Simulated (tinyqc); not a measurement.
# A spin-degenerate level with charging energy between two leads, rate equations: two studies

States 0, up, down and 2 with energies 0, e1 - Ez/2, e1 + Ez/2 and 2 e1 + U. mu_L = +V/2, mu_R = -V/2 (meV), f(x) = 1/(1 + exp(x/kB T)). A transition that adds one electron of given spin at the energy E has the rate G f(E - mu) from each lead, and its reverse G [1 - f(E - mu)]. I counts electrons leaving the left lead, times q.

Parameters, values chosen for the exercise: charging energy of the second electron U = 7.1 meV; level e1 = -5.33 meV; tunnel rate to the left lead GL = 1.4 1/ns; tunnel rate to the right lead GR = 0.061 1/ns; temperature T = 7.7 K; Zeeman splitting Ez = 1.3 meV.

Constants: q = 1.602176634e-19 C, kB = 1.380649e-23 J/K, Vt = kB T/q. Results are converted to the units shown.

Each table varies one quantity; the others keep the values above.

## Current against bias

Transition energies: 0-up e1 - Ez/2, 0-down e1 + Ez/2, up-2 e1 + U + Ez/2, down-2 e1 + U - Ez/2. dp/dt = W p; W_ji is the rate from state i to j, and each column sums to zero. Steady state: W p = 0 with sum p = 1. I = q GL sum over transitions i-j of [fL p_i - (1 - fL) p_j].

Current against bias:

| V (mV) | I (pA) | I (GL + GR)/(q GL GR) | mean number | p(up) - p(down) |
|---|---|---|---|---|
| 0.71 | 0.43732 | 0.046697 | 1.0364 | 0.724 |
| 2.24 | 1.9518 | 0.20841 | 1.1051 | 0.668 |
| 3.77 | 5.1833 | 0.55346 | 1.2664 | 0.535 |
| 5.3 | 10.166 | 1.0855 | 1.5183 | 0.329 |
| 6.83 | 14.543 | 1.5528 | 1.7387 | 0.148 |
| 8.36 | 16.878 | 1.8022 | 1.8531 | 0.0543 |
| 9.89 | 17.875 | 1.9086 | 1.8965 | 0.0186 |
| 11.42 | 18.322 | 1.9564 | 1.9107 | 6.40e-3 |
| 12.94 | 18.551 | 1.9808 | 1.9149 | 2.24e-3 |
| 14.47 | 18.663 | 1.9928 | 1.9160 | 7.52e-4 |
| 16 | 18.708 | 1.9976 | 1.9164 | 2.44e-4 |
| 17.53 | 18.723 | 1.9992 | 1.9165 | 7.77e-5 |
| 19.06 | 18.728 | 1.9998 | 1.9165 | 2.46e-5 |

What does the comparison show?

The scaled current rises from 0.0467 to 2.00. A transition enters the bias window when V = 2 |E|: at 2.24, 4.84, 9.36, 12.0 mV, each step a few kB T = 0.664 meV wide. With all four transitions inside, the scaled current tends to 2 and the mean number to 2 GL/(GL + GR) = 1.92; the last row has 2.00 and 1.92.

## Effect of unequal tunnel rates

Same model as above.

Here e1 = 1.775 meV, Ez = 0 and V = +/- 10.65 mV, so that only the 0-1 transitions lie in the window.

Effect of unequal tunnel rates:

| GR (1/ns) | I at +V (pA) | I at -V (pA) | \|I(+V)/I(-V)\| | (GL + 2 GR)/(2 GL + GR) |
|---|---|---|---|---|
| 0.09 | 13.97 | -25.45 | 0.5489 | 0.5467 |
| 0.2 | 29.90 | -49.66 | 0.6020 | 0.6000 |
| 0.43 | 59.68 | -85.10 | 0.7013 | 0.6997 |
| 0.93 | 111.7 | -127.7 | 0.8747 | 0.8740 |
| 2 | 186.5 | -165.9 | 1.124 | 1.125 |
| 4.4 | 273.3 | -193.4 | 1.413 | 1.417 |
| 9.7 | 346.8 | -209.1 | 1.658 | 1.664 |
| 21 | 394.2 | -217.0 | 1.816 | 1.824 |

The ratio of the two currents rises from 0.549 to 1.82 and differs from the last column by at most 0.41 %. An empty dot can be filled with either spin but a filled one empties in one way, so I = 2 q G_in G_out/(2 G_in + G_out): the current is larger when the slower junction is the entrance.

Range of the model: Rate equations need hbar G well below kB T; cotunnelling and the Kondo effect are left out.

Program tinyqc, `OMP_NUM_THREADS=1 python tinyqc.py 2780027 2780028 out.jsonl`; Intel Xeon 2.30GHz, shared host, one thread, about 0.01 s.
